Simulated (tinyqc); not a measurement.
What each parameter does: quasiparticle equation with a plasmon-pole self-energy for two band edges.

For each edge E = e + X + Sc(E), with the correlation part Sc(E) = A[0]/(E - a + w) + A[1]/(E - b - w); a and b are the valence and conduction energies that enter the Green function (a = ev, b = ec in the one-shot scheme). Z = 1/(1 - dSc/dE), dSc/dE = -A[0]/(E - a + w)^2 - A[1]/(E - b - w)^2.

Inputs chosen for the exercise (scales of the order of those of diamond; the results hold for these values, not for the real material):

| symbol | value | unit | meaning |
|---|---|---|---|
| ev | 0 | eV | mean-field valence top |
| ec | 4.35 | eV | mean-field conduction edge |
| w | 27 | eV | pole energy |
| Av | (101.5, 49.3) | eV^2 | weights of the valence state on the hole and electron poles |
| Ac | (47.8, 106) | eV^2 | the same for the conduction state |
| Xv | -2.79 | eV | exchange minus the mean-field potential, valence |
| Xc | 3.08 | eV | the same, conduction |

Exact one-shot edges and Z of the valence state there. Each row changes one parameter from the base and keeps the others.

Results:

| case | Ev (eV) | Ec (eV) | gap (eV) | Z |
|---|---|---|---|---|
| base | -0.5064 | 4.9174 | 5.4239 | 0.8381 |
| w = 28.35 eV | -0.6109 | 5.0310 | 5.6419 | 0.8501 |
| Xv = -2.89 eV | -0.5902 | 4.9174 | 5.5076 | 0.8376 |
| Xc = 3.18 eV | -0.5064 | 5.0008 | 5.5073 | 0.8381 |
| ec = 4.45 eV | -0.5024 | 5.0135 | 5.5159 | 0.8383 |
| Av = (106.58, 49.3) eV^2 | -0.3466 | 4.9174 | 5.2640 | 0.8340 |
| Ac = (47.8, 111.3) eV^2 | -0.5064 | 4.7511 | 5.2575 | 0.8381 |

The largest shifts from the base row, up to three for each result and ties (the steps differ in size, so this ranks the rows, not the parameters). Ev (eV): Av +0.1598, w -0.1045, Xv -0.0838; unchanged at the printed digits by Xc and Ac. Ec (eV): Ac -0.1663, w +0.1135, ec +0.0961; unchanged at the printed digits by Xv and Av. gap (eV): w +0.2180, Ac -0.1663, Av -0.1598. Z: w +0.0120, Av -0.0041, Xv -0.0005; unchanged at the printed digits by Xc and Ac.

(tinyqc, `OMP_NUM_THREADS=1 python tinyqc.py 1850451 1850452 out.jsonl`, Intel(R) Xeon(R) Processor @ 2.30GHz, 1 thread, shared host, about 0.02 s.)
